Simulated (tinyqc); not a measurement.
Longitudinal sound in a periodic multilayer: transfer matrices, stop bands and folded phonons: one step, computed by the program tinyqc. Command: `OMP_NUM_THREADS=1 python tinyqc.py 3012170 3012171 out.jsonl multilayer walk`. One thread of a shared host (Intel(R) Xeon(R) Processor @ 2.30GHz), about 0.01 s of CPU time with the checks.

Layers 1 and 2 repeat with period d = d_1 + d_2; waves travel normal to the layers, without loss. State vector (u, s): displacement u and stress divided by omega. Impedances Z = rho v are in 1e6 kg/(m^2 s).

Task: Transmission through N periods. A layer maps (u, s) by [[cos p, sin p/Z], [-Z sin p, cos p]], p = 2 pi f d_i/v_i; one period is M = M_2 M_1, and cos(q d) = trace(M)/2. For N periods A = M^N. A wave comes from a thick layer of material 1 and leaves into the substrate (Z_s): transmitted power T = 4 Z_1 Z_s/|Z_1 A_22 + Z_s A_11 - i (Z_1 Z_s A_12 - A_21)|^2, reflected power R = 1 - T.

Inputs (values chosen for the exercise, modelled on aluminium (layer 1), tungsten (layer 2) and silica (substrate)):
```
quantity       value  unit
velocity v_1    6510   m/s
thickness d_1   18.4    nm
velocity v_2    5190   m/s
thickness d_2     15    nm
periods N         12     -
frequency f      128   GHz
```

M:
```
           1            2
1  0.3413652  -0.03406020
2   55.77044    -2.635162
```

Z_2 = 98.61

Z_1 = 17.8374

Z of the substrate = 13.1264

Give: A = M^N; transmitted power T; T in decibel.

Result:

A = M^N:
```
        1      2
1  -510.3  18.76
2  -30710   1129
```

transmitted power T = 6.630e-07

T in decibel = -61.78 dB
